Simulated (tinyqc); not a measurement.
Extended Hueckel theory, for H6, step by step. One step of it, computed by the program tinyqc.

Question. Orbitals. Solve H C = S C e through S^(-1/2); fill by pairs from the bottom, a degenerate level sharing its electrons equally; each orbital has its largest coefficient positive (the first on a tie).

H (eV), order 1H 1s, 2H 1s, 3H 1s, 4H 1s, 5H 1s, 6H 1s:
```
[[-13.600000, -13.512303, -3.647379, -1.104456, -0.179674, -0.042144],
 [-13.512303, -13.600000, -10.031215, -3.653212, -0.688252, -0.179674],
 [-3.647379, -10.031215, -13.600000, -13.526295, -3.653212, -1.104456],
 [-1.104456, -3.653212, -13.526295, -13.600000, -10.031215, -3.647379],
 [-0.179674, -0.688252, -3.653212, -10.031215, -13.600000, -13.512303],
 [-0.042144, -0.179674, -1.104456, -3.647379, -13.512303, -13.600000]]
```

overlap S, order 1H 1s, 2H 1s, 3H 1s, 4H 1s, 5H 1s, 6H 1s:
```
[[1.000000, 0.662368, 0.178793, 0.054140, 0.008808, 0.002066],
 [0.662368, 1.000000, 0.491726, 0.179079, 0.033738, 0.008808],
 [0.178793, 0.491726, 1.000000, 0.663054, 0.179079, 0.054140],
 [0.054140, 0.179079, 0.663054, 1.000000, 0.491726, 0.178793],
 [0.008808, 0.033738, 0.179079, 0.491726, 1.000000, 0.662368],
 [0.002066, 0.008808, 0.054140, 0.178793, 0.662368, 1.000000]]
```

valence electrons = 6

Give: orbital energies; occupations; coefficients; sum of one-electron energies.

Answer.

orbital energies (eV): [-17.4962, -16.4133, -14.1777, -4.7452, 5.3319, 21.8076]

occupations: [2.0000, 2.0000, 2.0000, 0.0000, 0.0000, 0.0000]

coefficients, order 1H 1s, 2H 1s, 3H 1s, 4H 1s, 5H 1s, 6H 1s:
```
[[0.1898, 0.3694, 0.4624, 0.7040, -0.8297, 0.5677],
 [0.2653, 0.3772, 0.2165, -0.4831, 1.0367, -0.9837],
 [0.3273, 0.1198, -0.4436, -0.6497, -0.3590, 1.3467],
 [0.3273, -0.1198, -0.4436, 0.6497, -0.3590, -1.3467],
 [0.2653, -0.3772, 0.2165, 0.4831, 1.0367, 0.9837],
 [0.1898, -0.3694, 0.4624, -0.7040, -0.8297, -0.5677]]
```

sum of one-electron energies = -96.1744 eV
